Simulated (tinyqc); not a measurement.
Charge-trap memory cell: one step of the calculation.

Channel, tunnel oxide, storage layer, blocking layer, gate. N electrons per area sit in a sheet at the centroid and shift the threshold by U = (q/eps0) N (tb/eb + xc tn/en). EOT = t1 + 3.9 (tn/en + tb/eb); tunnel field F = (Vg - U)/EOT; dN/dt = eta (J/q)(1 - N/Nm). Fowler-Nordheim: J = A F^2 exp(-B/F), A = q^2/(16 pi^2 hbar mo phi) (times 1e14 for A/cm^2 with F in V/nm, emitter mass m0), B = (4/3) sqrt(mo/C) phi^1.5, C = hbar^2/(2 m0).

Task. Constants of the stack. EOT, the shift for 1e12 electrons per cm^2, the shift with all traps full, and the starting field, current and rate.

Values chosen for this exercise; oxide values close to those of silicon dioxide, storage layer close to silicon nitride, blocking layer close to silicon dioxide:
```
symbol,value,unit,meaning
phi,3,eV,tunnel barrier
mo,0.41,m0,tunnelling mass
t1,4.1,nm,tunnel oxide (permittivity 3.9)
tn,4.3,nm,storage layer
en,7.3,,its relative permittivity
tb,7.8,nm,blocking layer
eb,3.9,,its relative permittivity
xc,0.62,,"charge centroid, share of tn counted from the blocking side"
eta,0.58,,capture efficiency of an empty layer
Nm,1e13,cm^-2,trap density
Vg,15.1,V,gate voltage less flat band and surface potential
```

Constants: q = 1.602176634e-19 C, hbar = 1.054571817e-34 J s, m0 = 9.1093837015e-31 kg, eps0 = 8.8541878128e-14 F/cm where lengths are in cm, hbar^2/(2 m0) = 0.0380998212 eV nm^2. Results are converted to the units shown.

Wanted: EOT; shift for 1e12 cm^-2; shift with all traps full; F(0); J(0); dN/dt at the start.

Result.

EOT = 14.197 nm
shift for 1e12 cm^-2 = 0.42799 V
shift with all traps full = 4.2799 V
F(0) = 1.0636 V/nm
J(0) = 0.074344 A/cm^2
dN/dt at the start = 2.6913e17 cm^-2 s^-1

Range of the model: The Fowler-Nordheim form needs F t1 above phi; trap-assisted paths and leakage through the blocking layer are left out.

Numbers from tinyqc (`OMP_NUM_THREADS=1 python tinyqc.py 2130015 2130016 out.jsonl`; about 0.04 s on one thread of a shared Intel Xeon 2.30GHz).
